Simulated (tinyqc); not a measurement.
From one set of inputs to another, one input at a time: anisotropic wet etching of Si(100): plane rates, V-grooves, membranes and undercut. Computed by tinyqc, a small Python program. Command: `OMP_NUM_THREADS=1 python tinyqc.py 3017893 3017894 out.jsonl wetetch ladder`. One thread of a shared host (Intel(R) Xeon(R) Processor @ 2.30GHz), about 0.01 s of CPU time with the checks.

A long slot opens the mask on a (100) wafer. The floor etches at R100; (111) walls stand at theta = arctan(sqrt2) = 54.7356 degrees to the surface and recede at R111 along their normal.

The inputs printed are set A. Set A is close to those used for potassium hydroxide solutions; the values taken over come from a set close to those used for tetramethylammonium hydroxide solutions. Inputs not listed in the table keep their values of set A, so the rows need not describe a real material.

Inputs (values chosen for the exercise, close to those used for potassium hydroxide solutions):
```
quantity                                                                  value     unit
prefactor k0 of the (100) rate                                            4e+08   um/min
activation energy of (100), E                                             0.593       eV
ratio (100)/(111) at 80 C                                                    57        -
extra energy of (111), dE                                                 0.095       eV
ratio (100)/oxide at 80 C                                                   240        -
extra energy of the oxide, dE_ox                                           0.29       eV
corner undercut rate over (100) rate, c                                     3.2        -
bath temperature T                                                           95        C
width w (mask opening along <110>, or membrane width in the design step)    120       um
misalignment of the mask                                                    0.2  degrees
etch time t                                                                  33      min
wafer thickness d                                                           380       um
membrane thickness wanted                                                    15       um
```

Constants: k_B = 8.617333262e-05 eV/K.

Method:
- R100 = k0 exp(-E/(k_B T)); a ratio given at 80 C scales as exp[(extra energy/k_B)(1/T - 1/353.15 K)]; R111 and R_ox follow by division.
- Temperatures in kelvin are T(C) + 273.15.
- A misaligned edge exposes ledges and adds R100 sin(misalignment) to the lateral rate (a simple estimate): u = R111/sin(theta) + R100 sin(misalignment). Top width W = w + 2 u t; floor width b = W - 2 z/tan(theta) = W - sqrt2 z. The floor lasts until b = 0, at t_V = w/(sqrt2 R100 - 2u); depth z = R100 t before t_V and W/sqrt2 after.
- Etch depth d - membrane, time = depth/R100; for a membrane as wide as w the opening must be w + sqrt2 depth - 2 u time; oxide mask consumed R_ox x time; a 1 K error changes the depth by the fraction E/(k_B T^2); a convex mask corner, such as that of a mesa, would retreat by c x depth.

Each row keeps all changes above it:
```
input moved                                                                                 from                to  time t_V to close the V (min)  oxide consumed (nm)  opening needed (um)
set A                                                                                          -                 -                          28.97                 2242                615.8
prefactor k0 of the (100) rate (um/min) and activation energy of (100), E (eV)  400000000, 0.593  470000000, 0.623                          63.47                 2242                615.8
ratio (100)/oxide at 80 C                                                                    240              5000                          63.47                  108                615.8
ratio (100)/(111) at 80 C                                                                     57                16                          69.91                  108                570.2
etch time t (min)                                                                             33               3.9                          69.91                  108                570.2
width w (mask opening along <110>, or membrane width in the design step) (um)                120                31                          18.06                  108                481.2
misalignment of the mask (degrees)                                                           0.2                 0                          17.96                  108                483.7
```

Which inputs carry the difference?

Time t_V to close the V goes from 29.0 to 18.0, a factor 0.620 in all. The largest single move comes from width w (mask opening along <110>, or membrane width in the design step) (a factor 0.258), and prefactor k0 of the (100) rate with activation energy of (100), E works against it (a factor 2.19). Oxide consumed goes from 2240 to 108, a factor 0.0480 in all. The largest single move comes from ratio (100)/oxide at 80 C (a factor 0.0480). Opening needed goes from 616 to 484, a factor 0.785 in all. The largest single move comes from width w (mask opening along <110>, or membrane width in the design step) (a factor 0.844). The single moves hold for this order of the switches; the total does not depend on the order.

Caution (all rows): rates also depend on concentration, doping, additives and stirring, all held fixed here. Caution (rows width w (mask opening along <110>, or membrane width in the design step), misalignment of the mask): the remaining silicon is too narrow for its thickness to act as a membrane.

Extremes, crossings and ranges named in words are read from the listed rows.
